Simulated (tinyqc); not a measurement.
# Energy and delay of logic against supply voltage, step by step

tinyqc, about 0.01 s, one thread, Intel Xeon 2.30GHz (shared host): `OMP_NUM_THREADS=1 python tinyqc.py 2082135 2082136 out.jsonl` Printed values are rounded.

One expression serves below and above threshold: I(Vg) = Ik [ln(1 + exp((Vg - VT + dd V)/(al nf Vt)))]^al, with I_on = I(V) and I_off = I(0). Gate delay td = kd C V/I_on, clock period LD td. Per gate and cycle the switching energy is act C V^2 and the leakage energy I_off V LD td. No short-circuit current, no variation. Minima are sought above 0.09 V; below a few Vt gates no longer switch and the model has no meaning.

Inputs (values chosen for the exercise); values of the order met in logic technologies:
```
symbol  value  unit                               meaning
T         378     K                           temperature
VT       0.38     V  threshold voltage at zero drain bias
nf       1.31                                slope factor
dd       0.05         barrier lowering per volt of supply
Ik        2.9    uA            specific current of a gate
al       1.54                 exponent of the current law
C        0.35    fF            load capacitance of a gate
kd        0.9                                delay factor
LD         20                                 logic depth
act      0.05                             activity factor
V        0.83     V                        supply voltage
```

Constants: q = 1.602176634e-19 C, kB = 1.380649e-23 J/K, Vt = kB T/q. Results are converted to the units shown.

## Currents, delay and energies

I_on, I_off, td, clock frequency 1/(LD td), both energies and their sum.

I_on = 64.2989 uA
I_off = 1.03592 nA
td = 4.06617 ps
clock frequency = 12.2966 GHz
switching energy = 12.0557 aJ
leakage energy = 0.0699226 aJ
energy = 12.1257 aJ

I_on/I_off = 62100; leakage makes up 0.577 % of the energy.

## Starting value

V = 0.36 V.

V at the start = 0.36 V

## Iteration 1: new V

Minimum-energy supply: E(V) is the energy per gate and cycle; with h = 0.001 V, E' = (E(V + h) - E(V - h))/(2 h), E'' = (E(V - h) - 2 E(V) + E(V + h))/h^2, V(new) = V - E'/E''.

E' = 9.18644 aJ/V
E'' = 87.4297 aJ/V^2
V after iteration 1 = 0.254928 V

## Iteration 2: new V

As before.

E' = -7.22208 aJ/V
E'' = 250.951 aJ/V^2
V after iteration 2 = 0.283707 V

## Course of the iteration

Stop when the step is below 1e-9 V, or after 40 iterations.

Course of the iteration:
```
iteration  V before the step (V)   step (V)
1                           0.36     -0.105
2                       0.254928     0.0288
3                       0.283707    4.60e-3
4                       0.288305    1.11e-4
5                       0.288416    6.27e-8
6                       0.288416  -3.99e-13
```

Converged in 6 iterations. There leakage makes up 34.0 % of the energy and the clock runs at 212 MHz.
